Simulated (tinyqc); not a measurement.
Worked calculation: two-band k.p model of the Delta valleys near the X point under shear strain. Values are carried at full precision from step to step, so a last printed digit may differ when a step is redone from the rounded ones.

Constants: hbar^2/2m0 = 3.80998211 eV angstrom^2.

Values chosen for the exercise (near those of Si; not measured data):
```
symbol  value                  unit        meaning
a       5.433                  angstrom    lattice constant
ml      0.919                  m0          longitudinal mass
mt      0.195                  m0          transverse mass
kx0     0.145                  2 pi/a      distance of the minimum from X
D       14.1                   eV          shear deformation potential
Mp      0.23                   m0          coupling mass
exy     0.0049                             shear strain
k       (0.029, 0.001, 0.218)  1/angstrom  wave vector from X
```

## Scales

k0 = kx0 2 pi/a; Delta = 2 c k0^2/ml with c = hbar^2/2m0, half the splitting of the two bands at k0; eta = D exy/Delta measures the shear coupling against it.

k0 = 0.16769 1/angstrom
Delta = 0.23316 eV
eta = 0.2963
splitting of the two bands at X, 2 |D exy| = 0.1382 eV

## The Hamiltonian at one k

Valley pair on the [001] axis, kz counted from the X point, c = hbar^2/2m0, k0 = kx0 2 pi/a. H = (c kz^2/ml + c (kx^2 + ky^2)/mt + c k0^2/ml) 1 + (2 c k0 kz/ml) sigma_z + (D exy - 2 c kx ky/Mp) sigma_x, so E = c kz^2/ml + c (kx^2 + ky^2)/mt + c k0^2/ml -/+ sqrt((2 c k0 kz/ml)^2 + (D exy - 2 c kx ky/Mp)^2). Without strain the lower band has its minima, E = 0, at kz = +/- k0. Shifts from diagonal strain are left out.

Fill in the 2 x 2 matrix (sigma_z diagonal) and give its levels.

H(k) (eV):
```
        1       2
1  0.6332  0.0681
2  0.0681  0.0269
```

levels (eV): 0.0194  0.6407

## Position, depth and masses of the minimum

For |eta| < 1: k_min = k0 sqrt(1 - eta^2), E_min = -Delta eta^2/2, ml(eta) = ml/(1 - eta^2), 1/m[110] = 1/mt + eta/Mp, 1/m[1-10] = 1/mt - eta/Mp. For |eta| > 1 the minimum sits at X: E_min = -Delta (2 |eta| - 1)/2, ml(eta) = ml/(1 - 1/|eta|), and eta is replaced by its sign in the transverse masses.

k_min = 0.1602 1/angstrom
E_min = -10.24 meV
ml(eta) = 1.007 m0

masses along [110] and [1-10] (m0): 0.1558  0.2604

The minimum has moved 4.5 % of the way to X; electrons are lighter along [110] (-20.1 % against mt) and heavier across (+33.6 %).

## The two bands along kz

kx = ky = 0, kz from 0 to 1.6 k0 in steps of 0.2 k0, with and without the strain.

Levels (eV):
```
kz/k0  kz (1/angstrom)    lower   upper  lower, no strain  upper, no strain
0.0             0.0000   0.0475  0.1857            0.1166            0.1166
0.2             0.0335   0.0379  0.2046            0.0746            0.1679
0.4             0.0671   0.0192  0.2513            0.0420            0.2285
0.6             0.1006   0.0025  0.3146            0.0187            0.2984
0.8             0.1342  -0.0077  0.3901            0.0047            0.3777
1.0             0.1677  -0.0100  0.4763            0.0000            0.4663
1.2             0.2012  -0.0037  0.5727            0.0047            0.5642
1.4             0.2348   0.0114  0.6787            0.0187            0.6715
1.6             0.2683   0.0356  0.7944            0.0420            0.7881
```

## Checks

- Depth of the minimum by numerical search against the closed form (eV): both -0.010236.
- Mass along [110] by finite differences against the closed form: both 0.1558.

tinyqc: `OMP_NUM_THREADS=1 python tinyqc.py 1050068 1050069 out.jsonl`; about 0.01 s, one thread, shared Intel(R) Xeon(R) Processor @ 2.30GHz.
